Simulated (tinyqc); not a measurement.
# From one set of inputs to another, one input at a time

Model: harmonic transition-state theory with quantum, tunnelling and friction corrections. Computed by tinyqc, a small Python program. Command: `OMP_NUM_THREADS=1 python tinyqc.py 3030122 3030123 out.jsonl rates ladder`. One thread of a shared host (Intel(R) Xeon(R) Processor @ 2.30GHz), about 0.08 s of CPU time with the checks.

One atom hops between equivalent sites; three modes at the minimum and two real modes at the saddle are treated as harmonic, the rest of the crystal as unchanged; melting is ignored, so hot rows may lie above the melting point.

The inputs printed are set A. Inputs not listed in the table keep their values of set A, so the rows need not describe a real material.

Inputs (values chosen for the exercise, modelled on an adatom on a metal): barrier E_b = 0.442 eV; imaginary frequency at the saddle nu_b = 2 THz; temperature T = 482 K; jump length d = 2.6 angstrom; number of jump directions z = 4.

Lattice of sites: two-dimensional.

frequencies at the minimum (THz): [2.98, 2.99, 3.54]

real frequencies at the saddle (THz): [3.52, 5.96]

Constants: k_B = 8.617333262e-05 eV/K; h x 1 THz = 4.135667696 meV.

Method:
- Vineyard: nu* = product of minimum frequencies / product of real saddle frequencies; k_cl = nu* exp(-E_b/(k_B T)).
- Activation entropy S = k_B ln(nu* h/(k_B T)); for uncorrelated jumps D = z k d^2/4 and D0 = z nu* d^2/4; 1 angstrom^2 = 1e-16 cm^2.
- Quantum harmonic: k_q = (k_B T/h) [prod 2 sinh(x_i/2) (minimum) / prod 2 sinh(x_j/2) (saddle)] exp(-E_b/(k_B T)), x = h nu/(k_B T).
- Zero-point correction to the barrier = (h/2)(sum of saddle frequencies - sum of minimum frequencies).
- With u = h nu_b/(k_B T): Wigner factor 1 + u^2/24; parabolic barrier (Bell) (u/2)/sin(u/2), valid above T_c = h nu_b/(2 pi k_B); symmetric Eckart barrier: kappa = int_0^infinity P(E) exp(-(E - E_b)/(k_B T)) dE/(k_B T), P = (cosh 2a - 1)/(cosh 2a + cosh 2d), a = alpha sqrt(E/E_b), alpha = 2 pi E_b/(h nu_b), 2d = 2 sqrt(alpha^2 - pi^2/4).

Each row keeps all changes above it:
```
input moved                                    from     to  classical diffusivity D (cm^2/s)  Eckart factor  quantum harmonic rate k_q (1/s)
set A                                             -      -                         2.429e-08          1.002                        3.568e+07
temperature T (K)                               482    314                         8.182e-11          1.004                        1.190e+05
imaginary frequency at the saddle nu_b (THz)      2   1.54                         8.182e-11          1.002                        1.190e+05
barrier E_b (eV)                              0.442  0.445                         7.323e-11          1.002                        1.065e+05
```

Which inputs carry the difference?

Classical diffusivity D goes from 2.43e-8 to 7.32e-11, a factor 0.00301 in all. The largest single move comes from temperature T (a factor 0.00337). Eckart factor ends near its start, 1.00; the largest single move comes from temperature T (a factor 1.0023). Quantum harmonic rate k_q goes from 3.57e7 to 107000, a factor 0.00299 in all. The largest single move comes from temperature T (a factor 0.00334). The single moves hold for this order of the switches; the total does not depend on the order.

Extremes, crossings and ranges named in words are read from the listed rows.
